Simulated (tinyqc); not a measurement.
Bulk transistor, scale length and short-channel effects: one step of the calculation.

A gate, an insulator of thickness ti and a depleted layer of depth ts on a conducting body. Below threshold the potential that source and drain add obeys Laplace's equation and vanishes on the gate and at the bottom of the depleted layer. Its lowest mode decays along the channel as exp(-k y); k is the smallest positive root of the matching condition at the interface, and the scale length is Lambda = pi/k.

Problem. Scan of the matching condition. f(k) = eps_r sin(k ti) cos(k ts) + ei cos(k ti) sin(k ts).

Inputs (values chosen for the exercise); permittivities: semiconductor close to that of silicon, insulator close to that of silicon nitride: relative permittivity of the semiconductor eps_r = 11.6; relative permittivity of the insulator ei = 7.44; insulator thickness ti = 1.9 nm; depletion depth ts = 16 nm.

```
point,k (1/nm)
0,0.0325
1,0.065
2,0.0975
3,0.13
4,0.1625
5,0.195
6,0.2275
7,0.26
```

Give: f(k).

Solution.

```
point,f(k)
0,4.311
1,7.091
2,7.335
3,4.916
4,0.634
5,-4.049
6,-7.498
7,-8.462
```

The first change of sign lies between k = 0.1625 and 0.195 1/nm.

Program tinyqc, `OMP_NUM_THREADS=1 python tinyqc.py 2420029 2420030 out.jsonl`; Intel Xeon 2.30GHz, shared host, one thread, about 0.01 s.
